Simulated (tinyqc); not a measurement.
Chemical-mechanical planarisation: Preston law, pattern density and step-height reduction: one step, computed by the program tinyqc. Command: `OMP_NUM_THREADS=1 python tinyqc.py 3007511 3007512 out.jsonl cmp walk`. One thread of a shared host (Intel(R) Xeon(R) Processor @ 2.30GHz), about 0.01 s of CPU time with the checks.

A row of 10 cells, repeated periodically, holds raised features that cover a share rho of each cell.

Task: Effective density. The stiff pad averages the density: rho_eff(i) = sum_j w_ij rho_j / sum_j w_ij, w = exp(-2 d^2/L^2), L the planarisation length and d the distance between cell centres, summed over all periodic images of cell j.

Inputs (values chosen for the exercise, close to those used for oxide polishing): cell size = 2.2 mm; planarisation length = 6.5 mm.

local pattern densities, cell by cell: [0.2, 0.2, 0.3, 0.2, 0.8, 0.8, 0.6, 0.1, 0.1, 0.8]

Give: normalised weights (images included) for cells 0, 1, 2, ... apart; effective densities.

Result:

normalised weights (images included) for cells 0, 1, 2, ... apart: [0.2701, 0.2148, 0.1080, 0.0344, 0.0070, 0.0018]

effective densities: [0.3335, 0.3076, 0.3350, 0.4322, 0.5418, 0.5702, 0.4907, 0.3878, 0.3491, 0.3522]

Local densities span 0.1 to 0.8, effective ones 0.308 to 0.570.
